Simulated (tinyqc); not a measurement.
Kinetic Monte Carlo and master equation for a particle on a ring of sites with traps and bias: one step, computed by the program tinyqc. Command: `OMP_NUM_THREADS=1 python tinyqc.py 3000567 3000568 out.jsonl kmc walk`. One thread of a shared host (Intel(R) Xeon(R) Processor @ 2.30GHz), about 0.09 s of CPU time with the checks.

5 sites on a ring, numbered 1 to 5. The saddle between i and i+1 lies at E0 + s b_i and site i at s eps_i; a force F tilts the landscape, with the saddle half-way.

Question. Steady state. Master equation dP/dt = W P, W_(i+1,i) = k right, W_(i-1,i) = k left, columns summing to zero. The steady state is its null vector; drift v = a sum P_i (k right - k left). D = a^2 lambda''(0)/2, where lambda(q) is the leading eigenvalue of W with right hops weighted by exp(q) and left hops by exp(-q). The slowest relaxation rate is minus the real part of the next eigenvalue of W. 1 angstrom = 1e-8 cm.

Inputs (values chosen for the exercise, for a model defect): temperature T = 460 K; site spacing a = 3.2 angstrom.

Disorder: random barriers.

Rates, shares of right hops and mean stays:

| site | k right (1/s) | k left (1/s) | share right | mean stay (s) |
|---|---|---|---|---|
| 1 | 1390773 | 1607473 | 0.4638621 | 3.335284e-07 |
| 2 | 589862 | 1252215 | 0.3202158 | 5.428653e-07 |
| 3 | 1618052 | 531097 | 0.7528804 | 4.653006e-07 |
| 4 | 3197462 | 1456851 | 0.6869890 | 2.148545e-07 |
| 5 | 1785340 | 2878911 | 0.3827709 | 2.143967e-07 |

Constants: k_B = 8.617333262e-05 eV/K.

Give: occupations P_i; drift velocity v; diffusivity D; slowest relaxation rate.

Answer.

occupations P_i: 0.2089  0.2116  0.1870  0.1902  0.2024

drift velocity v = 0.004082 cm/s

diffusivity D = 1.249e-09 cm^2/s

slowest relaxation rate = 1.537e+06 1/s
